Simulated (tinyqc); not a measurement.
# Changing the hold time t

Model: thermal stress and diffusional relaxation in a metal film: Coble and Nabarro-Herring creep, cooling and holds. Computed by tinyqc, a small Python program. Command: `OMP_NUM_THREADS=1 python tinyqc.py 3002223 3002224 out.jsonl creep sweep`. One thread of a shared host (Intel(R) Xeon(R) Processor @ 2.30GHz), about 0.01 s of CPU time with the checks.

A thin film on a rigid substrate is stress-free at T0. Tension is positive and the film creeps linearly: d sigma/dt = -M (mismatch) dT/dt - sigma/tau.

Inputs (values chosen for the exercise, modelled on silver films on silicon): biaxial modulus M = 131 GPa; expansion mismatch = 15.4 1e-6/K; atomic volume Omega = 17 angstrom^3; lattice prefactor D0 = 4.4e-05 m^2/s; lattice energy E = 1.93 eV; boundary prefactor (delta D_b)0 = 5.9e-15 m^3/s; boundary energy E_b = 0.932 eV; grain size d = 0.63 um; stress-free temperature T0 = 250 C; hold temperature T = 150 C.

Constants: k_B = 1.380649e-23 J/K; k_B = 8.617333262e-05 eV/K.

Method:
- Thermoelastic slope = M x mismatch; sigma_0 = slope x (T0 - T).
- Creep rate per stress: Nabarro-Herring 14 D Omega/(k_B T d^2), Coble (14 pi) delta D_b Omega/(k_B T d^3), with D = D0 exp(-E/(k_B T)), delta D_b = (delta D_b)0 exp(-E_b/(k_B T)); 1/tau = M x (sum of both)/2 (biaxial strain rate is half the uniaxial one).
- Temperatures in kelvin are T(C) + 273.15.
- sigma(t) = sigma_0 exp(-t/tau), relaxed part sigma_0 - sigma(t); the grain size where both mechanisms are equal is pi delta D_b/D.

One run for each value:
```
hold time t (h)  stress after the hold (MPa)  stress relaxed during the hold (MPa)
1.00e-04                               201.6                             1.140e-01
2.30e-04                               201.5                             2.621e-01
5.30e-04                               201.1                             6.035e-01
1.20e-03                               200.4                             1.364e+00
2.80e-03                               198.6                             3.168e+00
6.50e-03                               194.5                             7.278e+00
1.50e-02                               185.3                             1.640e+01
3.50e-02                               165.5                             3.621e+01
8.00e-02                               128.3                             7.339e+01
```

Describe and explain the trends.

Over the rows, stress after the hold (MPa) falls from 202 to 128 (exponent d ln y / d ln x -8.8e-4 between the first rows and -0.31 between the last); stress relaxed during the hold (MPa) rises from 0.114 to 73.4 (exponent d ln y / d ln x 1.00 between the first rows and 0.85 between the last). At the low end the exponent of stress relaxed during the hold is 1.00, close to 1: the hold is short against tau.

Caution (all rows): bulk creep laws overstate relaxation in a bonded film, where the substrate constrains boundary diffusion, and dislocation glide is left out.
